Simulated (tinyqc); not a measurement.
Inside a calculation. Method: Hubbard chain of 3 sites. Computed by tinyqc, a small Python program that keeps every step. Settings: hopping = 1.46, U = 6.6, mixing = 0.5, iteration cap = 81. Command: `OMP_NUM_THREADS=1 python tinyqc.py 29038 29039 out.jsonl` (the two numbers bound the seeds that draw the settings). One thread of a shared host (Intel(R) Xeon(R) Processor @ 2.60GHz), about 0.2 s of CPU time with the checks. Later iterations appear only in the table of the cycle.

## Mean-field iteration 1

one-body matrix (hopping and site energies) (eV), order 1, 2, 3:
$$\begin{pmatrix}
0.00000 & -1.46000 & 0.00000 \\
-1.46000 & 0.00000 & -1.46000 \\
0.00000 & -1.46000 & 0.00000
\end{pmatrix}$$

U = 6.60000 eV

electrons, up and down: [2, 2]

mixing = 0.50000

n(up) at the start (a guess, not normalised): 1 1.00000, 2 0.21700, 3 1.00000

n(down) at the start (a guess): 1 0.21700, 2 1.00000, 3 0.21700

H(up) = T + U n(down), H(down) = T + U n(up); fill the lowest levels; n(new) = n + mixing (n(out) - n); E = tr T (rho up + rho down) + U sum n_up n_down of the output.

levels, up (eV): [0.70857, 1.43220, 7.32363]

levels, down (eV): [0.70857, 6.60000, 7.32363]

energy = 4.98663 eV

n(up) after iteration 1: 1 0.97265, 2 0.16320, 3 0.97265

n(down) after iteration 1: 1 0.38585, 2 0.94530, 3 0.38585

## Mean-field iteration 2

As before.

levels, up (eV): [1.62302, 2.54660, 7.16258]

levels, down (eV): [0.37212, 6.41950, 7.12447]

energy = 4.86501 eV

n(up) after iteration 2: 1 0.94465, 2 0.16496, 3 0.94465

n(down) after iteration 2: 1 0.46902, 2 0.92045, 3 0.46902

## Mean-field iteration 3

As before.

levels, up (eV): [2.03921, 3.09556, 7.13133]

levels, down (eV): [0.36270, 6.23466, 6.96069]

energy = 4.81814 eV

n(up) after iteration 3: 1 0.92046, 2 0.18620, 3 0.92046

n(down) after iteration 3: 1 0.51202, 2 0.90521, 3 0.51202

## Convergence

Each step fills the lowest levels of T + U n(other spin) and sets n(new) = n + mixing (n(out) - n); stop when output and input agree to 1e-8.

Course of the cycle:
```
iteration     E (eV)  largest |n(out) - n(in)|  mean |n_up - n_down|
1          4.9866266                  3.38e-01               0.52081
2          4.8650087                  1.66e-01               0.48592
3          4.8181373                  8.60e-02               0.45501
4          4.7962941                  4.78e-02               0.43107
5          4.7839290                  4.21e-02               0.41240
6          4.7762792                  3.47e-02               0.39742
7          4.7713450                  2.82e-02               0.38518
8          4.7680697                  2.30e-02               0.37503
9          4.7658440                  1.89e-02               0.36655
10         4.7643015                  1.56e-02               0.35941
11         4.7632145                  1.31e-02               0.35336
...              ...                       ...                   ...
71         4.7602379                  1.94e-04               0.31414
72         4.7602375                  2.92e-04               0.31414
73         4.7602364                  4.41e-04               0.31414
74         4.7602339                  6.67e-04               0.31413
75         4.7602282                  1.01e-03               0.31413
76         4.7602152                  1.53e-03               0.31413
77         4.7601852                  2.32e-03               0.31413
78         4.7601165                  3.51e-03               0.31412
79         4.7599590                  5.32e-03               0.31410
80         4.7595979                  8.05e-03               0.31407
81         4.7587715                  1.22e-02               0.31399
```

Not converged within 81 iterations: the residual wanders without falling. The lowest mean-field energy found from random starts is 4.27940 eV. Reruns (cap 100 unless said): mixing 0.2: not converged; mixing 0.9: not converged; the original settings with a cap of 400: converged in 213 (E = 4.27940).

## The many-body Hamiltonian

Basis: all placements (u, d, 2, 0 on each site), up operators ordered before down ones; hops carry the sign of the same-spin electrons passed.

H (eV):
```
          220       2ud       u2d       2du       202       ud2       d2u       du2
220  13.20000  -1.46000   0.00000  -1.46000   0.00000   0.00000   0.00000   0.00000
2ud  -1.46000   6.60000  -1.46000   0.00000  -1.46000   0.00000   0.00000   0.00000
u2d   0.00000  -1.46000   6.60000   0.00000   0.00000  -1.46000   0.00000   0.00000
2du  -1.46000   0.00000   0.00000   6.60000  -1.46000   0.00000  -1.46000   0.00000
202   0.00000  -1.46000   0.00000  -1.46000  13.20000  -1.46000   0.00000  -1.46000
ud2   0.00000   0.00000  -1.46000   0.00000  -1.46000   6.60000   0.00000   0.00000
d2u   0.00000   0.00000   0.00000  -1.46000   0.00000   0.00000   6.60000  -1.46000
du2   0.00000   0.00000   0.00000   0.00000  -1.46000   0.00000  -1.46000   6.60000
022   0.00000   0.00000   0.00000   0.00000   0.00000  -1.46000   0.00000  -1.46000

          022
220   0.00000
2ud   0.00000
u2d   0.00000
2du   0.00000
202   0.00000
ud2  -1.46000
d2u   0.00000
du2  -1.46000
022  13.20000
```

## Exact diagonalisation (9 states)

Lowest levels of the sector, and the double occupancy of the lowest state.

lowest levels (eV): [3.75045, 4.53525, 6.00729, 6.60000, 7.79642, 8.66475]

double occupancy per site = 0.36195

## The lowest level by Lanczos steps

From a random start vector (not printed): a_j = <q_j|H|q_j>, b_j = norm of the remainder after orthogonalising; the Ritz value is the lowest eigenvalue of the tridiagonal matrix of a and b so far.

Lanczos:
```
j  a_j (eV)  b_j (eV)  lowest Ritz value (eV)
1  10.67559   4.04635              10.6755894
2   7.93127   2.45555               5.0307560
3   8.91890   3.24192               4.1547594
4  11.61336   1.98200               3.8817823
5   6.70950   1.88568               3.8116487
6   8.59380   3.41503               3.7813204
7  10.89136   1.49783               3.7547383
8   7.85893   0.00077               3.7504457
9   6.00729  1.16e-07               3.7504457
```
